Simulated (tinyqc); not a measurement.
Single-junction solar cell, detailed-balance limit: two steps of the calculation.

Every photon above the gap Eg makes one pair and none below is absorbed; carriers thermalise at T and move without loss. Jsc = q fs X Phi(Eg, Ts); the dark current is J0 = q ge Phi(Eg, T)/ERE with the Boltzmann factor exp(V/Vt). The efficiency is the electrical power over fs X sigma Ts^4.

Values chosen for this exercise: temperature of the black-body sun Ts = 5778 K; band gap Eg = 1 eV.

Constants: q = 1.602176634e-19 C, kB = 1.380649e-23 J/K, h = 6.62607015e-34 J s, c = 299792458 m/s. Results are converted to the units shown.

Problem 1. Photon flux of the source, term by term. Photon flux above E from a black body at temperature T into a hemisphere: Phi(E, T) = A sum_k exp(-k E/th)[E^2 th/k + 2 E th^2/k^2 + 2 th^3/k^3], k = 1, 2, ..., with th = kB T/q in eV and A = 2 pi q^3/(h^3 c^2). The first six terms at E = Eg, T = Ts are listed; the flux takes all.

Wanted: th; A; terms k = 1..6; Phi(Eg, Ts).

Solution 1.

th = 0.49791 eV
A = 9.8833e22 cm^-2 s^-1 eV^-3
terms k = 1..6 (eV^3): 0.16649  0.0072722  5.5643e-4  5.1682e-5  5.2845e-6  5.7197e-7
Phi(Eg, Ts) = 1.7235e22 cm^-2 s^-1

Problem 2. Maximum power point by Newton steps. With v = V/Vt the power is largest where f = (1 + v) exp(v) - 1 - Jsc/J0 vanishes; f' = (2 + v) exp(v), v(new) = v - f/f'.

v after iteration 1 = 24.083969
Jsc = 59.643805 mA/cm^2
J0 = 8.2180368e-10 mA/cm^2

Find: f; f'; v after iteration 2.

Solution 2.

f = 6.5008e11
f' = 7.5146e11
v after iteration 2 = 23.219

tinyqc, about 0.01 s, one thread, Intel Xeon 2.30GHz (shared host): `OMP_NUM_THREADS=1 python tinyqc.py 2820131 2820132 out.jsonl`
